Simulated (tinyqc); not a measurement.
Against thickness at fixed field: leakage through a gate insulator: direct, Fowler-Nordheim, trap-assisted and Poole-Frenkel currents. Computed by tinyqc, a small Python program. Command: `OMP_NUM_THREADS=1 python tinyqc.py 3000287 3000288 out.jsonl oxideleak walk`. One thread of a shared host (Intel(R) Xeon(R) Processor @ 2.30GHz), about 0.01 s of CPU time with the checks.

Electrons enter from the cathode Fermi level at x = 0; the conduction band of the insulator lies phi_b - e F x above it, F = V/t. WKB exponents use a parabolic band with mass m.

Inputs (values chosen for the exercise, with an insulator like Si3N4):

| quantity | value | unit |
|---|---|---|
| thickness t | 2 | nm |
| barrier phi_b | 2.02 | eV |
| tunnelling mass m | 0.37 | m_0 |
| static constant eps_ox | 7.16 | - |
| voltage across the insulator V | 0.68 | V |
| trap depth phi_t | 1.7 | eV |
| trap density N_t | 4e+18 | cm^-3 |
| attempt rate nu_0 | 1e+13 | 1/s |
| activation of capture E_a | 0.16 | eV |
| temperature T | 200 | K |

Constants: hbar^2/(2 m_0) = 3.80998212 eV angstrom^2; e = 1.602176634e-19 C; hbar = 1.054571817e-34 J s; k_B = 8.617333262e-05 eV/K.

Method:
- For a level a distance phi(x) below the band, the WKB exponent is 2 int kappa dx with kappa = sqrt(m phi/(hbar^2/2m_0)); for a linear barrier from phi_1 down to phi_2 = max(phi_1 - e F d, 0) it is G = (4/3) sqrt(m/(hbar^2/2m_0)) (phi_1^(3/2) - phi_2^(3/2))/(e F).
- J_tun = e^3 F^2/(16 pi^2 hbar m phi_b) x exp(-G) / [1 - sqrt(phi_2/phi_b)]^2 with the free-electron mass in the cathode (m in m_0), phi_2 = max(phi_b - e V, 0): direct tunnelling for e V < phi_b, Fowler-Nordheim above. Image forces, back-flow and the limit on supply are left out, so J_tun is overstated below about 0.5 V.
- Equivalent oxide thickness = 3.9 t/eps_ox.
- A trap at depth x lies phi_t below the band. Capture: tunnel at the cathode Fermi level from 0 to x (G_in from phi_1 = phi_b), rate nu_0 exp(-G_in - E_c/k_B T) with E_c = E_a + max(phi_b - phi_t - e F x, 0), the last term being the height of the trap above the cathode Fermi level. Emission: tunnel from the trap level to the anode (G_out from phi_1 = phi_t over t - x), rate nu_0 exp(-G_out - E_a/k_B T). Re-emission to the cathode follows from detailed balance, rate_back = rate_in exp(dE/k_B T) with dE = phi_b - phi_t - e F x. Each trap passes R = rate_in rate_out/(rate_in + rate_back + rate_out) electrons per second; filling from the anode is left out.
- J_TAT = e N_t int_0^t R dx by the midpoint rule on 400 intervals; the most effective depth is the midpoint with the largest R, rounded to 0.01 nm.

field F = 3.4 MV/cm

Currents:

| t (nm) | V (V) | J_tun (A/cm^2) | J_TAT (A/cm^2) |
|---|---|---|---|
| 1.2 | 0.408 | 8.8369e+04 | 3.8430e-03 |
| 1.6 | 0.544 | 2.1544e+03 | 3.6934e-03 |
| 2.2 | 0.748 | 1.3313e+01 | 1.2748e-03 |
| 3.0 | 1.020 | 3.1886e-02 | 9.8358e-05 |
| 4.0 | 1.360 | 5.2725e-05 | 3.4204e-06 |
| 5.5 | 1.870 | 5.3041e-08 | 3.5980e-08 |
| 7.5 | 2.550 | 1.3802e-08 | 4.5769e-10 |
| 10.0 | 3.400 | 1.3802e-08 | 2.8690e-10 |

What does the comparison show, and why?

Between the first rows J_tun falls by 4.03 decades per nm. From t = phi_b/(e F) = 5.94 nm it stops changing, since a triangular barrier does not feel the thickness. J_TAT stays below J_tun at all these thicknesses. Below about 0.5 V the formula for J_tun, which has no back-flow, overstates the current.

Extremes, crossings and ranges named in words are read from the listed rows.
